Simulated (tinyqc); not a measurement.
Worked calculation: CIS and TDHF on RHF in the 6-311g basis, for H2, spin multiplicity 1. One step of it, computed by the program tinyqc.

Problem. TDHF (RPA) singlet states. B(ia,jb) = 2 (ia|jb) - (ib|ja); the squared energies are the eigenvalues of (A - B)(A + B); 1 hartree = 27.211386 eV.

CIS matrix A, singlet (hartree), lower triangle:
```
           1>2        1>3        1>4       1>5       1>6
1>2   0.469624
1>3   0.000000   0.626676
1>4   0.001012   0.000000   0.887585
1>5   0.000000  -0.010323   0.000000  2.658866
1>6  -0.030695   0.000000  -0.015924  0.000000  2.712648
```

Two-electron integrals over orbitals (pq|rs), unique and non-zero (hartree):
```
(11|11) 0.611866    (21|21) 0.056809    (22|11) 0.356768    (22|22) 0.304829
(31|11) -0.127946   (31|22) -0.030436   (31|31) 0.054651    (32|21) 0.020075
(32|32) 0.035265    (33|11) 0.360997    (33|22) 0.276504    (33|31) -0.037441
(33|33) 0.281756    (41|21) -0.068787   (41|32) -0.001577   (41|41) 0.102889
(42|11) -0.138587   (42|22) -0.050710   (42|31) 0.043206    (42|33) -0.048309
(42|42) 0.058768    (43|21) 0.038207    (43|32) 0.017152    (43|41) -0.045791
(43|43) 0.032448    (44|11) 0.483815    (44|22) 0.330663    (44|31) -0.082175
(44|33) 0.311547    (44|42) -0.103539   (44|44) 0.420902    (51|11) -0.080503
(51|22) -0.013360   (51|31) 0.045786    (51|33) -0.021757   (51|42) 0.028253
(51|44) -0.056846   (51|51) 0.079934    (52|21) -0.003970   (52|32) 0.004111
(52|41) 0.012015    (52|43) -0.009716   (52|52) 0.013634    (53|11) 0.101895
(53|22) 0.033800    (53|31) -0.038087   (53|33) 0.034712    (53|42) -0.035843
(53|44) 0.071120    (53|51) -0.042159   (53|53) 0.035015    (54|21) 0.013844
(54|32) -0.018623   (54|41) -0.038100   (54|43) 0.014468    (54|52) -0.021621
(54|54) 0.047637    (55|11) 0.618592    (55|22) 0.352556    (55|31) -0.136075
(55|33) 0.360651    (55|42) -0.142600   (55|44) 0.491034    (55|51) -0.122621
(55|53) 0.121306    (55|55) 0.680244    (61|21) -0.028927   (61|32) 0.016652
(61|41) 0.061611    (61|43) -0.029888   (61|52) 0.029715    (61|54) -0.060678
(61|61) 0.086611    (62|11) -0.027159   (62|22) 0.009499    (62|31) 0.022446
(62|33) -0.002648   (62|42) 0.006567    (62|44) -0.013586   (62|51) 0.036243
(62|53) -0.016339   (62|55) -0.047981   (62|62) 0.023971    (63|21) 0.031387
(63|32) -0.003252   (63|41) -0.050540   (63|43) 0.022245    (63|52) -0.011653
(63|54) 0.031125    (63|61) -0.046043   (63|63) 0.032470    (64|11) 0.139147
(64|22) 0.030354    (64|31) -0.060394   (64|33) 0.044706    (64|42) -0.047703
(64|44) 0.092262    (64|51) -0.074404   (64|53) 0.050587    (64|55) 0.176191
(64|62) -0.037355   (64|64) 0.088540    (65|21) 0.094400    (65|32) 0.003200
(65|41) -0.142593   (65|43) 0.071944    (65|52) -0.037803   (65|54) 0.086989
(65|61) -0.130623   (65|63) 0.089277    (65|65) 0.267802    (66|11) 0.644828
(66|22) 0.368175    (66|31) -0.150162   (66|33) 0.367328    (66|42) -0.154875
(66|44) 0.518647    (66|51) -0.153420   (66|53) 0.137445    (66|55) 0.720173
(66|62) -0.056302   (66|64) 0.199333    (66|66) 0.780532
```

Give: TDHF matrix B, singlet; squared energies w^2; TDHF energies from the positive w^2.

Solution.

TDHF matrix B, singlet (hartree), lower triangle:
```
         1>2     1>3     1>4     1>5     1>6
1>2   0.0568
1>3   0.0000  0.0547
1>4  -0.0688  0.0000  0.1029
1>5   0.0000  0.0458  0.0000  0.0799
1>6  -0.0289  0.0000  0.0616  0.0000  0.0866
```

squared energies w^2 (hartree^2): 0.2133  0.3888  0.7690  7.0601  7.3469

TDHF energies from the positive w^2 (eV): 12.5674  16.9676  23.8620  72.3031  73.7569
